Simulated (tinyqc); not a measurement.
Blur against noise: chemically amplified photoresist: aerial image, acid generation, bake, development and line width. Computed by tinyqc, a small Python program. Command: `OMP_NUM_THREADS=1 python tinyqc.py 3021793 3021794 out.jsonl resist walk`. One thread of a shared host (Intel(R) Xeon(R) Processor @ 2.30GHz), about 0.03 s of CPU time with the checks.

Lines and spaces of pitch p with a two-beam-like image; x = 0 is the middle of the bright space. The resist is positive and treated as uniform in depth.

Inputs (values chosen for the exercise, for a model resist at 193 nm):
```
quantity                      value     unit
pitch p                         130       nm
image contrast c                0.5        -
mean dose E                    15.5  mJ/cm^2
Dill parameter C              0.015  cm^2/mJ
bake time t                      45        s
photon energy                  6.42       eV
absorption coefficient alpha   0.81     1/um
```

Method:
- Dose E(x) = E [1 + c cos(2 pi x/p)]; acid h = 1 - exp(-C E(x)).
- Bake: the acid image is blurred by a Gaussian of variance sigma^2 = 2 D t (each Fourier term k of h, taken on 64 points, is multiplied by exp(-4 pi^2 k^2 D t/p^2)).
- For each sigma the edge is held at x = p/4; N is taken at the mean dose; edge noise = (dh/d ln E)/(sqrt(N V) |dh/dx|), both derivatives taken of the blurred acid, V = (2 sqrt(pi) sigma)^3, N = E alpha/(photon energy), 1 mJ/cm^2 = 62.41509 eV/nm^2.

Trade-off:
```
sigma/p  sigma (nm)  blur factor  photons in V  edge noise (nm)
0.02            2.6      0.99214    9.5567e+01           4.2626
0.04            5.2      0.96891    7.6453e+02           1.5393
0.07            9.1      0.90781    4.0974e+03           0.7056
0.10           13.0      0.82087    1.1946e+04           0.4541
0.14           18.2      0.67917    3.2779e+04           0.3292
0.18           23.4      0.52753    6.9668e+04           0.2896
0.22           28.6      0.38467    1.2720e+05           0.2935
0.27           35.1      0.23717    2.3513e+05           0.3500
0.33           42.9      0.11653    4.2930e+05           0.5271
```

The noise is least near sigma/p = 0.18 among these rows. More diffusion averages over more photons (noise falls as sigma^(-3/2)) until it erases the image slope (factor exp(-2 pi^2 sigma^2/p^2)); for a pure cosine the two balance at sigma/p = sqrt(3/8)/pi = 0.195. Caution: for a film thinner than the blur the noise falls as 1/sigma only, and the optimum moves to sigma/p = 1/(2 pi) = 0.159.

Extremes, crossings and ranges named in words are read from the listed rows.
